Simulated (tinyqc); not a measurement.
What each parameter does: polytypes by hexagonality, and a cubic inclusion as a quantum well.

Gap: E3 + (E2 - E3) h. Valence top Ev2 h and polarisation P2 h, both counted from 3C; Ec = Ev + gap.

A cubic inclusion of width L = N d in the host (h = 1) is a well of depth V = Ec(host) - Ec(3C). Square well with mass mismatch: k tan(k L/2) = (m_w/m_b) q, k = sqrt(m_w E/c), q = sqrt(m_b (V - E)/c), c = hbar^2/2m0, lowest root. The depth of the level, V - E, is its binding, and the transition to the valence top of the host is gap(host) - (V - E). The step in polarisation gives a field |F| = |P|/(eps eps0) in a thin inclusion, eps0 = 8.8541878e-12 F/m.

Constants: hbar^2/2m0 = 3.80998211 eV angstrom^2.

Inputs chosen for the exercise (of the order of those of GaAs; not measured data): E3 = 1.512 eV (gap of the cubic polytype); E2 = 1.513 eV (gap of 2H); Ev2 = 0.142 eV (valence top of 2H above that of 3C); P2 = 0.0023 C/m^2 (spontaneous polarisation of 2H); m = (0.062, 0.064) m0 (electron mass along c in the cubic layer and in the host); d = 3.267 angstrom (thickness of a double layer); eps = 13.2 (dielectric constant); N = 15 (double layers in the cubic inclusion).

Well depth, depth of the level, transition without the field and field.

Results for these values:
```
case  V (eV)  depth (eV)  transition (eV)  |F| (MV/cm)
base  0.1430      0.0760           1.4370        0.197
```

What happens to each result for E2 = 1.543 eV, all else kept?

Answer: V rises from 0.1430 to 0.1730; depth rises from 0.0760 to 0.0990; transition rises from 1.4370 to 1.4440; |F| does not change at the printed digits.

The same for each parameter in turn:
```
case                   V (eV)  depth (eV)  transition (eV)  |F| (MV/cm)
base                   0.1430      0.0760           1.4370        0.197
N = 16                 0.1430      0.0800           1.4330        0.197
Ev2 = 0.172 eV         0.1730      0.0990           1.4140        0.197
E3 = 1.492 eV          0.1630      0.0912           1.4218        0.197
E2 = 1.543 eV          0.1730      0.0990           1.4440        0.197
P2 = 0.003 C/m^2       0.1430      0.0760           1.4370        0.257
eps = 14.2             0.1430      0.0760           1.4370        0.183
m = (0.074, 0.064) m0  0.1430      0.0783           1.4347        0.197
```

Run: tinyqc, `OMP_NUM_THREADS=1 python tinyqc.py 1880628 1880629 out.jsonl`; Intel(R) Xeon(R) Processor @ 2.30GHz, one thread, shared host; about 0.09 s of CPU time with all checks.
